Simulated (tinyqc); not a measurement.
Six-band Luttinger-Kohn model with strain: sweeps and comparisons. A value that a table varies takes the place of the one given here.

Six-band Luttinger-Kohn model in the basis |3/2,3/2>, |3/2,1/2>, |3/2,-1/2>, |3/2,-3/2>, |1/2,1/2>, |1/2,-1/2>, electron energies, zero at the top of the unstrained valence band. H = -[rows: (P+Q, -S, R, 0, -S/r2, r2 R); (-S*, P-Q, 0, R, -r2 Q, r32 S); (R*, 0, P-Q, S, r32 S*, r2 Q); (0, R*, S*, P+Q, -r2 R*, -S*/r2); (-S*/r2, -r2 Q, r32 S, -r2 R, P+Dso, 0); (r2 R*, r32 S*, r2 Q, -S/r2, 0, P+Dso)], r2 = sqrt(2), r32 = sqrt(3/2). Levels are twofold.

P = c g1 k^2 - av tr(e); Q = c g2 (kx^2 + ky^2 - 2 kz^2) - (b/2)(exx + eyy - 2 ezz); R = c sqrt3 [-g2 (kx^2 - ky^2) + 2i g3 kx ky] + (sqrt3/2) b (exx - eyy) - i d exy; S = 2 c sqrt3 g3 (kx - i ky) kz - d (exz - i eyz); c = hbar^2/2m0, e the strain tensor (not engineering shear).

s11 = (C11 + C12)/((C11 - C12)(C11 + 2 C12)), s12 = -C12/((C11 - C12)(C11 + 2 C12)), s44 = 1/C44; exx = s11 sxx + s12 (syy + szz) and cyclic, exy = s44 sxy/2; tension is positive. A uniaxial stress X along the unit vector n is s_ij = X n_i n_j.

Constants: hbar^2/2m0 = 3.80998211 eV angstrom^2.

Values chosen for the exercise (near those of GaSb; shifted at random, so the results belong to these values and not to a real crystal): Dso = 0.766 eV (spin-orbit splitting); g1 = 13.39 (Luttinger gamma1); g2 = 4.7 (gamma2); g3 = 5.99 (gamma3); av = 0.8 eV (valence hydrostatic potential); b = -2 eV (tetragonal shear potential); d = -4.69 eV (trigonal shear potential); C11 = 87.7 GPa; C12 = 40.5 GPa; C44 = 42.9 GPa; load = uniaxial [001] (kind of stress); X1 = 1.3 GPa (size of the stress); E_h = 40 meV (hole energy below the top); X = 2.4 GPa (stress).

## Sweep of a uniaxial [001] stress

Edges at k = 0 and curvature masses of the top pair along [110] and [001] (step 0.0002 1/angstrom); at zero stress the top is fourfold and has no single curvature.

Edges and masses:

| X (GPa) | top (eV) | second (eV) | third (eV) | splitting (meV) | m [110] | m [001] |
|---|---|---|---|---|---|---|
| -2.10 | 0.0972 | -0.0989 | -0.7941 | 196.1 | 0.145 | 0.038 |
| -1.40 | 0.0611 | -0.0660 | -0.7811 | 127.1 | 0.135 | 0.039 |
| -0.70 | 0.0285 | -0.0330 | -0.7715 | 61.5 | 0.125 | 0.041 |
| 0.00 | 0.0000 | 0.0000 | -0.7660 | 0.0 | - | - |
| 0.70 | 0.0330 | -0.0240 | -0.7651 | 56.9 | 0.055 | 0.251 |
| 1.40 | 0.0660 | -0.0429 | -0.7692 | 108.8 | 0.055 | 0.251 |
| 2.10 | 0.0989 | -0.0564 | -0.7787 | 155.3 | 0.055 | 0.251 |

What does this show, and why?

The splitting reaches 196.1 meV under compression and 155.3 meV under the same tension; linear shear terms alone would make the two equal, and the difference comes from the coupling to the split-off band. At the ends of the sweep the top pair has a mass along [110] of 0.145 under compression and 0.055 under tension, so tension gives the lighter holes along [110]; along [001] it has 0.038 and 0.251. The top edge itself moves by +97 and +99 meV. The ends of the sweep mean strains up to 3.4 %, beyond the range of linear deformation potentials.

## Which stress helps holes along [110]

Each load has size X1 (biaxial: sxx = syy); masses are curvatures of the top pair at k = 0.

Results:

| load | splitting (meV) | top edge (meV) | m [110] | m [001] |
|---|---|---|---|---|
| uniaxial [110], compression | 94.5 | 43.6 | 0.037 | 0.145 |
| uniaxial [110], tension | 84.8 | 51.3 | 0.419 | 0.051 |
| uniaxial [100], compression | 117.5 | 56.2 | 0.061 | 0.133 |
| uniaxial [100], tension | 101.7 | 61.2 | 0.091 | 0.055 |
| uniaxial [111], compression | 86.2 | 39.0 | 0.049 | 0.075 |
| uniaxial [111], tension | 77.4 | 47.2 | 0.135 | 0.075 |
| biaxial (001), compression | 101.7 | 42.8 | 0.055 | 0.251 |
| biaxial (001), tension | 117.5 | 74.7 | 0.133 | 0.040 |

What can be read from the table?

The lightest mass along [110] (0.037) comes with uniaxial [110], compression. The largest splitting (117.5 meV) comes with uniaxial [100], compression; biaxial (001), tension. The heaviest mass along [001] (0.251), which lowers the confinement energy in a (001) channel, comes with biaxial (001), compression. The splitting per GPa follows b (s11 - s12) for loads along cube axes and d s44 for [111]: here 2 |b| (s11 - s12) = 84.7 and |d| s44/sqrt3 = 63.1 meV per GPa in the limit of large Dso; where the splitting nears Dso, mixing with the split-off band makes it depend on the sign of the load.

## Warping of the constant-energy contours (six-band Luttinger-Kohn model)

No strain (e = 0). In the plane kz = 0, |k| where the top and second pairs lie E_h below the top, against the angle from [100]; m = c k^2/E_h.

Contours:

| angle (degrees) | k top (1/angstrom) | k second (1/angstrom) | m top (m0) | m second (m0) |
|---|---|---|---|---|
| 0 | 0.0513 | 0.0217 | 0.251 | 0.045 |
| 9 | 0.0527 | 0.0216 | 0.264 | 0.044 |
| 18 | 0.0569 | 0.0213 | 0.308 | 0.043 |
| 27 | 0.0636 | 0.0211 | 0.386 | 0.042 |
| 36 | 0.0714 | 0.0209 | 0.486 | 0.042 |
| 45 | 0.0755 | 0.0208 | 0.542 | 0.041 |

What can be read from the table?

The heavy contour reaches 1.471 times as far along [110] as along [100], the light one 0.961 times. The warping follows g3 - g2 = 1.29 and would vanish for g2 = g3. Along [100] the heavy mass is 1/(g1 - 2 g2) = 0.251 at any energy, while the light one is 0.0447, against 1/(g1 + 2 g2) = 0.0439 at the edge, for E_h/Dso = 0.05.

## What each parameter does

Edges at k = 0 under a uniaxial [001] stress X and the curvature mass of the top pair along [110] (step 0.0002 1/angstrom). Each row changes one parameter from the base and keeps the others.

Results:

| case | top (eV) | second (eV) | third (eV) | mass (m0) |
|---|---|---|---|---|
| base | 0.1131 | -0.0605 | -0.7844 | 0.055 |
| C12 = 48.6 GPa | 0.1331 | -0.0685 | -0.7995 | 0.055 |
| av = 0.96 eV | 0.1154 | -0.0582 | -0.7821 | 0.055 |
| C44 = 51.48 GPa | 0.1131 | -0.0605 | -0.7844 | 0.055 |
| C11 = 105.24 GPa | 0.0845 | -0.0483 | -0.7712 | 0.055 |
| g1 = 16.068 | 0.1131 | -0.0605 | -0.7844 | 0.048 |
| d = -5.628 eV | 0.1131 | -0.0605 | -0.7844 | 0.055 |
| Dso = 0.613 eV | 0.1131 | -0.0526 | -0.6393 | 0.055 |

How do the results move?

The largest shifts from the base row, up to three for each result and ties (the steps differ in size, so this ranks the rows, not the parameters). top (eV): C11 -0.0286, C12 +0.0201, av +0.0023; unchanged at the printed digits by C44, g1, d and Dso. second (eV): C11 +0.0122, C12 -0.0080, Dso +0.0079; unchanged at the printed digits by C44, g1 and d. third (eV): Dso +0.1451, C12 -0.0151, C11 +0.0132; unchanged at the printed digits by C44, g1 and d. mass (m0): g1 -0.007; unchanged at the printed digits by C12, av, C44, C11, d and Dso. The Luttinger parameters multiply k^2 and cannot move the edges; av shifts all edges alike and leaves the mass.

Run: tinyqc, `OMP_NUM_THREADS=1 python tinyqc.py 1050830 1050831 out.jsonl`; Intel(R) Xeon(R) Processor @ 2.30GHz, one thread, shared host; about 0.05 s of CPU time with all checks.
